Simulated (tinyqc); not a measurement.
# Surface Green function of a square-lattice strip three rows wide, Sancho-Rubio decimation, step by step

Computed by the program tinyqc: `OMP_NUM_THREADS=1 python tinyqc.py 2680045 2680046 out.jsonl`, one thread of a shared Intel Xeon 2.30GHz, about 0.07 s for the whole run. Printed values are rounded.

A semi-infinite lead of cells 0, 1, 2, ... with H0 inside a cell and H1 = <cell i|H|cell i + 1>. A cell is one column of three sites. z = E + i eta.

Parameters, values chosen for the exercise: hopping along the strip t = 1 eV; hopping across the strip ty = 1.14 eV; site energies of the three rows u = [-0.07, 0.11, 0.6] eV; energy E = -0.95 eV; broadening eta = 0.002 eV.

## The blocks

Read off from the list of hoppings.

H0 (eV):
```
       1      2      3
1  -0.07  -1.14      0
2  -1.14   0.11  -1.14
3      0  -1.14    0.6
```

H1 (eV):
```
    1   2   3
1  -1   0   0
2   0  -1   0
3   0   0  -1
```

## Round 1: decimation

Start with e_s = e = H0, a = H1, b = H1^dagger. Each round: g = (z - e)^(-1); e_s <- e_s + a g b; e <- e + a g b + b g a; a <- a g a; b <- b g b (all with the old a, b). Round k joins cells 2^k apart.

g (1/eV):
```
                  1                 2                  3
1  0.20055-0.00336i  1.03200-0.00295i   0.75902-0.00119i
2  1.03200-0.00295i  0.79663-0.00409i   0.58591-0.00225i
3  0.75902-0.00119i  0.58591-0.00225i  -0.21423-0.00193i
```

e_s after round 1 (eV):
```
                     1                    2                    3
1   0.130553-0.003363i  -0.108000-0.002948i   0.759021-0.001189i
2  -0.108000-0.002948i   0.906626-0.004086i  -0.554091-0.002249i
3   0.759021-0.001189i  -0.554091-0.002249i   0.385768-0.001931i
```

e after round 1 (eV):
```
                  1                 2                 3
1  0.33111-0.00673i  0.92400-0.00590i  1.51804-0.00238i
2  0.92400-0.00590i  1.70325-0.00817i  0.03182-0.00450i
3  1.51804-0.00238i  0.03182-0.00450i  0.17154-0.00386i
```

a after round 1 (eV):
```
                  1                 2                  3
1  0.20055-0.00336i  1.03200-0.00295i   0.75902-0.00119i
2  1.03200-0.00295i  0.79663-0.00409i   0.58591-0.00225i
3  0.75902-0.00119i  0.58591-0.00225i  -0.21423-0.00193i
```

b after round 1 (eV):
```
                  1                 2                  3
1  0.20055-0.00336i  1.03200-0.00295i   0.75902-0.00119i
2  1.03200-0.00295i  0.79663-0.00409i   0.58591-0.00225i
3  0.75902-0.00119i  0.58591-0.00225i  -0.21423-0.00193i
```

## Round 2: decimation

As before.

g (1/eV):
```
                   1                  2                  3
1   0.93778-0.01244i  -0.31147+0.00295i  -1.26053+0.01091i
2  -0.31147+0.00295i  -0.27357-0.00200i   0.42937-0.00346i
3  -1.26053+0.01091i   0.42937-0.00346i   0.80241-0.01142i
```

e_s after round 2 (eV):
```
                     1                    2                    3
1   0.499166-0.007903i  -0.779735+0.000004i  -0.250753+0.004860i
2  -0.779735+0.000004i   0.371529-0.003043i  -0.632362-0.002853i
3  -0.250753+0.004860i  -0.632362-0.002853i   0.894087-0.006677i
```

e after round 2 (eV):
```
                   1                  2                  3
1   1.06833-0.01581i  -0.41947+0.00001i  -0.50151+0.00972i
2  -0.41947+0.00001i   0.63306-0.00609i  -0.12472-0.00571i
3  -0.50151+0.00972i  -0.12472-0.00571i   1.18817-0.01335i
```

a after round 2 (eV):
```
                   1                  2                  3
1   0.36861-0.00454i  -0.67173+0.00295i  -1.00977+0.00605i
2  -0.67173+0.00295i  -0.53510+0.00104i  -0.07827-0.00060i
3  -1.00977+0.00605i  -0.07827-0.00060i   0.50832-0.00475i
```

b after round 2 (eV):
```
                   1                  2                  3
1   0.36861-0.00454i  -0.67173+0.00295i  -1.00977+0.00605i
2  -0.67173+0.00295i  -0.53510+0.00104i  -0.07827-0.00060i
3  -1.00977+0.00605i  -0.07827-0.00060i   0.50832-0.00475i
```

## Course of the decimation

Stop when the largest entry of a and b is below 1e-12 eV, or after 60 rounds. The last column is -Im Tr (z - e_s)^(-1)/pi. At the end g_s = (z - e_s)^(-1), and the bulk Green function is (z - e)^(-1).

Course of the iteration:
```
round  largest |a|, |b| (eV)  surface density of states (1/eV)
1                       1.03                        0.00895662
2                       1.01                         0.0206576
3                      0.819                        0.00951753
4                      0.736                           3.22606
5                      0.642                         0.0458407
6                      0.927                          0.407497
7                      0.606                           1.34214
8                       1.35                          0.163383
9                      0.664                          0.300876
10                     0.333                          0.549942
11                     0.118                          0.569014
12                    0.0139                          0.560917
13                   2.05e-4                          0.560994
14                   4.29e-8                          0.560994
15                   < 1e-12                          0.560994
```

Converged in 15 rounds, which stand for 2^15 cells. E lies inside a band (2 open mode(s)), where only eta damps the waves, over about v/eta cells with v the group velocity in eV a cell.

## Self-energy, Dyson check and densities of states

converged surface Green function g_s (1/eV):
```
                     1                    2                    3
1  -0.282371-0.725076i   0.306262-0.286247i   0.241979+0.159173i
2   0.306262-0.286247i  -0.088749-0.520706i   0.164046-0.379796i
3   0.241979+0.159173i   0.164046-0.379796i  -0.401239-0.516634i
```

converged bulk Green function (1/eV):
```
                     1                    2                    3
1  -0.083493-0.488441i   0.139562-0.124059i  -0.127928+0.181682i
2   0.139562-0.124059i  -0.233457-0.287171i   0.214748-0.230837i
3  -0.127928+0.181682i   0.214748-0.230837i  -0.197833-0.369633i
```

Sigma = H1 g_s H1^dagger is what the lead adds to one more cell, and (z - H0 - Sigma)^(-1) must give g_s back. Densities of states: -Im of the diagonals over pi.

Sigma (eV):
```
                     1                    2                    3
1  -0.282371-0.725076i   0.306262-0.286247i   0.241979+0.159173i
2   0.306262-0.286247i  -0.088749-0.520706i   0.164046-0.379796i
3   0.241979+0.159173i   0.164046-0.379796i  -0.401239-0.516634i
```

(z - H0 - Sigma)^(-1) (1/eV):
```
                     1                    2                    3
1  -0.282371-0.725076i   0.306262-0.286247i   0.241979+0.159173i
2   0.306262-0.286247i  -0.088749-0.520706i   0.164046-0.379796i
3   0.241979+0.159173i   0.164046-0.379796i  -0.401239-0.516634i
```

```
orbital  surface density of states (1/eV)  bulk density of states (1/eV)
1                                0.230799                       0.155475
2                                0.165746                       0.091409
3                                0.164450                       0.117658
```

The surface cell holds 0.561 states per eV against 0.365 for a bulk cell.
